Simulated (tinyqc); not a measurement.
Admittance spectroscopy and thermally stimulated current of one trap level in a depletion layer. Changing the trap density N_t. Computed by tinyqc, a small Python program. Command: `OMP_NUM_THREADS=1 python tinyqc.py 3112368 3112369 out.jsonl admit sweep`. One thread of a shared host (Intel(R) Xeon(R) Processor @ 2.30GHz), about 0.01 s of CPU time with the checks.

A Schottky junction on n-type material holds one donor-like electron trap; shallow donors are fully ionised and abrupt depletion edges are assumed.

Inputs (values chosen for the exercise, modelled on n-type GaN): dielectric constant eps = 9.44; density-of-states mass m = 0.207 m_0; shallow doping N = 6e+15 1/cm^3; trap depth E_t below the band = 0.184 eV; capture cross section sigma = 1.3e-15 cm^2; band bending V_b = 1.2 V; test frequency f = 2000 Hz.

Constants: k_B = 1.380649e-23 J/K; m_0 = 9.1093837015e-31 kg; h = 6.62607015e-34 J s; k_B = 8.617333262e-05 eV/K; eps_0 = 8.8541878128e-12 F/m; e = 1.602176634e-19 C.

Method:
- N_c = 2 (2 pi m k_B T/h^2)^(3/2), v_th = sqrt(3 k_B T/m), emission rate e_n = sigma v_th N_c exp(-E_t/(k_B T)).
- Where the level crosses the Fermi level capture equals emission, so the trap follows the signal with the rate 2 e_n; G/omega peaks at omega = 2 e_n (the correction for large N_t/N is left out).
- Solve 2 e_n(T_p) = 2 pi f.
- With E_c - E_F = k_B T_p ln(N_c/N): lambda = sqrt(2 eps eps_0 (E_t - (E_c - E_F))/(e^2 N)); traps are empty and charged for x < x_t = w - lambda, and V_b = e (N w^2 + N_t x_t^2)/(2 eps eps_0). High frequency: C_hf = eps eps_0/w. Low frequency: C_lf = eps eps_0 (N + N_t)/(N w + N_t x_t).

One run for each value:
```
trap density N_t (1/cm^3)  step (C_lf - C_hf)/C_hf  small-N_t estimate (N_t/N)(lambda/w)  depletion width w (nm)
6.00e+13                                   0.00320                               0.00322                  455.76
1.30e+14                                   0.00689                               0.00699                  454.56
2.70e+14                                   0.01417                               0.01460                  452.19
5.80e+14                                   0.02978                               0.03171                  447.16
1.20e+15                                   0.05914                               0.06700                  437.86
2.60e+15                                   0.11808                               0.15138                  419.91
5.60e+15                                   0.22112                               0.35009                  391.07
1.20e+16                                   0.38423                               0.83273                  352.30
```

Describe and explain the trends.

Over the rows, step (C_lf - C_hf)/C_hf rises from 0.00320 to 0.384 (exponent d ln y / d ln x 0.99 between the first rows and 0.72 between the last); small-N_t estimate (N_t/N)(lambda/w) rises from 0.00322 to 0.833 (exponent d ln y / d ln x 1.0 between the first rows and 1.1 between the last); depletion width w (nm) falls from 456 to 352 (exponent d ln y / d ln x -0.0034 between the first rows and -0.14 between the last). At the low end the exponent of step (C_lf - C_hf)/C_hf is 0.99, close to 1: a dilute trap.

Caution (rows 2.60e15, 5.60e15, 1.20e16): N_t/N is not small, so the peak moves away from omega = 2 e_n.

Extremes, crossings and ranges named in words are read from the listed rows.
